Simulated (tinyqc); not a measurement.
# Worked calculation: octagonal on-chip spiral inductor, lumped pi model

Program tinyqc, `OMP_NUM_THREADS=1 python tinyqc.py 2302135 2302136 out.jsonl`; Intel Xeon 2.30GHz, shared host, one thread, about 0.01 s. Printed values are rounded.

Outer diameter do = di + 2 n wd + 2 (n - 1) sp, mean da = (do + di)/2, fill p = (do - di)/(do + di), length l = 3.314 n da. L = 2.25 mu0 n^2 da/(1 + 3.55 p), mu0 = 4 pi 1e-7 H/m. Rs = rho l/(wd delta (1 - exp(-th/delta))), delta = sqrt(rho/(pi f mu0)). Cs = n wd^2 eps0 eo/hu across the coil. At each end Cox = l wd eps0 eo/(2 ho) leads to the substrate branch Rsi = 2 rs he/(l wd) in parallel with Csi = l wd eps0 11.7/(2 he). With one end grounded Y = 1/(Rs + i w L) + i w Cs + 1/[1/(i w Cox) + 1/(1/Rsi + i w Csi)], w = 2 pi f; Q = -Im Y/Re Y. Eddy currents in neighbouring turns and in the substrate are left out.

Inputs (values chosen for the exercise); values of the order met in silicon radio-frequency processes:
```
symbol  value     unit                                     meaning
n         4.5                                      number of turns
wd          8       um                                  line width
sp        1.5       um                         space between turns
di        140       um                              inner diameter
th        0.9       um                             metal thickness
rho       2.2  uohm cm                           metal resistivity
ho        5.1       um                        oxide below the coil
hu        1.1       um            oxide between coil and underpass
eo        4.1                   relative permittivity of the oxide
rs          1   ohm cm                       substrate resistivity
he         50       um  effective spreading depth in the substrate
f        0.89      GHz                                   frequency
```

Constants: eps0 = 8.8541878128e-12 F/m. Results are converted to the units shown.

## Geometry and model elements

do, l, L, delta, Rs, Cs, Cox, Rsi and Csi as defined.

do = 222.5 um
l = 2702.98 um
L = 5.74002 nH
delta = 2.50228 um
Rs = 9.83324 ohm
Cs = 9.50457 fF
Cox = 76.9601 fF
Rsi = 46.2452 ohm
Csi = 22.4010 fF

Rs is 1.19 times the direct-current value in this empirical form, which overstates the skin effect of a flat slab when delta is near th and so stands in for some current crowding.

## Admittance, quality factor and apparent inductance

Series branch 1/(Rs + i w L), substrate branch, total Y, Q = -Im Y/Re Y, apparent inductance Im(1/Y)/w, metal-only value w L/Rs, share of the loss in the substrate Re(substrate branch)/Re Y.

series branch = 8.7251-28.4813i mS
substrate branch = 0.008560+0.430143i mS
Y = 8.7337-27.9980i mS
Q = 3.20574
apparent inductance = 5.82070 nH
w L/Rs = 3.26428
share of the loss in the substrate = 0.0980060 %

Q is 98.2 % of the metal-only value.
